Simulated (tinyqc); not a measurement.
Modulation-doped quantum well, Poisson-Schroedinger loop: one step of the calculation.

A well of width L centred at z = 0 between barriers Vb; effective-mass electrons, parabolic bands. The electrons come from donor sheets outside the mesh, a share fL of Ns on the left and the rest on the right, so the structure is neutral. Energies are counted from the band edge of the well, with U = 0 on the first node in the Hartree part.

Task. Levels and probability densities. Tridiagonal Hamiltonian with psi = 0 one step beyond both ends: H_ii = C (1/m_(i-1/2) + 1/m_(i+1/2))/hz^2 + V0_i + U_i, H_(i,i+1) = -C/(m_(i+1/2) hz^2), C = hbar^2/(2 m0). The lowest 2 level(s) are kept, normalised to hz sum |psi|^2 = 1.

Values chosen for this exercise: mesh step hz = 1.1 nm.

Constants: q = 1.602176634e-19 C, hbar = 1.054571817e-34 J s, m0 = 9.1093837015e-31 kg, hbar^2/(2 m0) = 0.0380998212 eV nm^2. Results are converted to the units shown.

```
node  fixed potential V0 (eV)  self-consistent potential U at the start (eV)
1                  0.39000000                                              0
2                  0.39000000                                              0
3                  0.39000000                                              0
4                  0.39000000                                              0
5                  0.00000000                                              0
6                  0.00000000                                              0
7                  0.00000000                                              0
8                  0.00000000                                              0
9                  0.00000000                                              0
10                 0.00000000                                              0
11                 0.00000000                                              0
12                 0.00000000                                              0
13                 0.00000000                                              0
14                 0.39000000                                              0
15                 0.39000000                                              0
16                 0.39000000                                              0
17                 0.39000000                                              0
```

mass on the intervals 1/2, 3/2, ... (mean of both at an interface) (m0): 0.249  0.249  0.249  0.249  0.223  0.197  0.197  0.197  0.197  0.197  0.197  0.197  0.197  0.223  0.249  0.249  0.249  0.249

Wanted: levels; |psi|^2 of E1; |psi|^2 of E2.

Result.

levels (eV): E1 0.013188, E2 0.052084

```
node  |psi|^2 of E1 (1/nm)  |psi|^2 of E2 (1/nm)
1                  0.00000               0.00000
2                  0.00000               0.00001
3                  0.00006               0.00028
4                  0.00144               0.00548
5                  0.02755               0.09150
6                  0.07044               0.16464
7                  0.11760               0.14199
8                  0.15379               0.05066
9                  0.16731               0.00000
10                 0.15379               0.05066
11                 0.11760               0.14199
12                 0.07044               0.16464
13                 0.02755               0.09150
14                 0.00144               0.00548
15                 0.00006               0.00028
16                 0.00000               0.00001
17                 0.00000               0.00000
```

Numbers from tinyqc (`OMP_NUM_THREADS=1 python tinyqc.py 2140119 2140120 out.jsonl`; about 0.3 s on one thread of a shared Intel Xeon 2.30GHz).
